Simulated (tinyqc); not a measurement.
Hall effect and magnetoresistance of several carrier groups with constant relaxation times: one step, computed by the program tinyqc. Command: `OMP_NUM_THREADS=1 python tinyqc.py 3029941 3029942 out.jsonl hall2 walk`. One thread of a shared host (Intel(R) Xeon(R) Processor @ 2.30GHz), about 0.01 s of CPU time with the checks.

Group 1 has charge -e and group 2 charge +e; s_i is that sign. B lies along z; mu B is formed with mu in m^2/(V s).

Task: Resistivity, Hall coefficient and magnetoresistance. rho_xx = sigma_xx/(sigma_xx^2 + sigma_xy^2); Hall coefficient R_H = sigma_xy/(B (sigma_xx^2 + sigma_xy^2)), with B in V s/cm^2 (1 T = 1e-4 V s/cm^2); magnetoresistance MR = rho_xx(B)/rho_xx(0) - 1. Apparent density 1/(e |R_H|); Hall mobility |R_H|/rho_xx.

Inputs (values chosen for the exercise, for a model conductor): magnetic field B = 0.077 T.

Carriers: electrons and holes. Densities: per area (a thin layer).

sigma_xx = 2.135319e-04 S

sigma_xy = -8.350977e-05 S

sigma at B = 0 = 2.504202e-04 S

Constants: e = 1.602176634e-19 C.

Give: rho_xx; Hall coefficient R_H; magnetoresistance MR; apparent density; Hall mobility.

Result:

rho_xx = 4062 ohm

Hall coefficient R_H = -2.063e+08 cm^2/C

magnetoresistance MR = 1.718 %

apparent density = 3.025e+10 1/cm^2

Hall mobility = 50791 cm^2/(V s)
